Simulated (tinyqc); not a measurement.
n-type polysilicon, carrier trapping at grain boundaries: two steps of the calculation.

One-dimensional grains of size Lg, uniform ionised doping N, monovalent traps Qt at each boundary at a depth Et below (for electrons) or above (for holes) the band edge there, abrupt depletion of width W on each side of a boundary, Boltzmann statistics. xi is the distance from the band edge at the grain centre to the Fermi level. Trapped charge Qt/(1 + exp((xi + VB - Et)/Vt)) = 2 N W, barrier VB = q N W^2/(2 eps0 eps_r).

Inputs (values chosen for the exercise); values of the order met in polycrystalline silicon:
```
symbol,value,unit,meaning
T,300,K,temperature
eps_r,11.7,,relative permittivity
NB,2.8e19,cm^-3,conduction-band density of states at T
Lg,230,nm,grain size
Qt,6.6e11,cm^-2,trap density of a grain boundary
Et,0.38,eV,depth of the trap level from the majority band edge at the boundary
ms,0.42,m0,mass for thermionic emission
fe,0.25,,correction factor of the emission rate
mug,79,cm^2/(V s),mobility inside the grains
N,8.9e16,cm^-3,doping
```

Constants: q = 1.602176634e-19 C, kB = 1.380649e-23 J/K, m0 = 9.1093837015e-31 kg, Vt = kB T/q, eps0 = 8.8541878128e-14 F/cm where lengths are in cm. Results are converted to the units shown.

Problem 1. New W. Partly depleted grain, xi = Vt ln(NB/N): f = 1/(1 + exp((xi + VB - Et)/Vt)), g = Qt f - 2 N W, g' = -2 Qt f (1 - f) VB/(W Vt) - 2 N, W(new) = W - g/g'.

W after iteration 1 = 37.030409 nm

Wanted: VB; f; g; g'; W after iteration 2.

Solution 1.

VB = 0.09437 V
f = 0.9950
g = -2.429e9 cm^-2
g' = -1.844e10 cm^-2/nm
W after iteration 2 = 36.90 nm

Problem 2. Resistivity and effective mobility. n0 = NB exp(-xi/Vt); mean density n0 (1 - 2 W/Lg) by charge balance in a partly depleted grain, and n0 (sqrt(pi)/2) erf(u)/u with u = sqrt(VB/Vt) in a fully depleted one; v = sqrt(kB T/(2 pi ms m0)); barrier resistivity Vt exp(VB/Vt)/(q fe n0 v Lg); grain resistivity (1 - 2 W/Lg)/(q n0 mug); effective mobility 1/(q mean density total resistivity).

W = 36.898676 nm
xi = 0.14868321 V
VB = 0.093703836 V

Wanted: n0; mean density; v; barrier resistivity; grain resistivity; resistivity; effective mobility.

Solution 2.

n0 = 8.900e16 cm^-3
mean density = 6.044e16 cm^-3
v = 4.151e6 cm/s
barrier resistivity = 2.849 ohm cm
grain resistivity = 0.6029 ohm cm
resistivity = 3.452 ohm cm
effective mobility = 29.91 cm^2/(V s)

The resistivity is 3.89 times that of a single crystal with the same N and mobility mug, and the mean density is 67.9 % of N.

Program tinyqc, `OMP_NUM_THREADS=1 python tinyqc.py 2830194 2830195 out.jsonl`; Intel Xeon 2.30GHz, shared host, one thread, about 0.01 s.
